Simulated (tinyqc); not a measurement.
Keating valence-force model of a tetrahedral crystal: one step, computed by the program tinyqc. Command: `OMP_NUM_THREADS=1 python tinyqc.py 3024706 3024707 out.jsonl keating walk`. One thread of a shared host (Intel(R) Xeon(R) Processor @ 2.30GHz), about 0.03 s of CPU time with the checks.

Atom A sits at 0 and atom B at a/4 (1,1,1) of an fcc lattice; the four bonds from A are t = a/4 (1,1,1), a/4 (1,-1,-1), a/4 (-1,1,-1), a/4 (-1,-1,1), of length d = sqrt(3) a/4. Energy: E = (3 alpha/(8 d^2)) sum over bonds (r.r - d^2)^2 + (3 beta/(8 d^2)) sum over pairs of bonds at one atom (r_i.r_j + d^2/3)^2, with beta_A for the six pairs at A and beta_B for the six at B. The cell holds two atoms, Omega = a^3/4. 1 N/m = 1 J/m^2. With constants fitted to the elastic moduli this model puts optical and zone-boundary frequencies of real crystals too high, by up to about 20 % in elemental crystals and up to about 50 % in compounds, and mostly by more for TA modes; in compounds the lattice part of the static dielectric constant then comes out too low.

Problem. Dynamical matrix at q. With displacements u exp(i q.r), each bracket changes by g.u, where g = (g_A, g_B): bond t, g = (-2 t, 2 t exp(i q.t)); pair (i, j) at A, g = (-(t_i + t_j), t_i exp(i q.t_j) + t_j exp(i q.t_i)); pair at B, g = (-t_i exp(-i q.t_j) - t_j exp(-i q.t_i), t_i + t_j). Then D_mn = sum over the 4 bonds and 12 pairs of (4 k/a^2) conj(g_m) g_n / sqrt(M_m M_n), with k = alpha or beta converted to eV/angstrom^2. Only the short-range forces enter; the Coulomb field of the charges is left out.

Inputs (values chosen for the exercise, modelled on aluminium arsenide):

| quantity | value | unit |
|---|---|---|
| mass M_A | 26.98 | u |
| mass M_B | 74.92 | u |
| bond stretching alpha | 43.7 | N/m |
| bond bending beta_A | 9.69 | N/m |
| bond bending beta_B | 7.64 | N/m |

Structure: zinc blende.

wave vector q (2 pi/a): 0.77  0.41  0.06

Constants: 1 eV/angstrom^2 = 16.02176634 J/m^2.

Give: D(q).

Solution.

D(q) (eV/(angstrom^2 u)), lower triangle (Hermitian):
```
                 A x              A y              A z             B x
A x           0.5238
A y   0.0112-0.0034i           0.4881
A z   0.0022-0.0294i   0.0032-0.0082i           0.5067
B x  -0.0818-0.0154i   0.1088+0.0052i   0.0137+0.0411i          0.1924
B y   0.1088+0.0052i  -0.0818-0.0154i   0.0039+0.1449i  0.0051+0.0016i
B z   0.0137+0.0411i   0.0039+0.1449i  -0.0818-0.0154i  0.0010+0.0134i

                B y     B z
B y          0.1761
B z  0.0015+0.0038i  0.1846
```
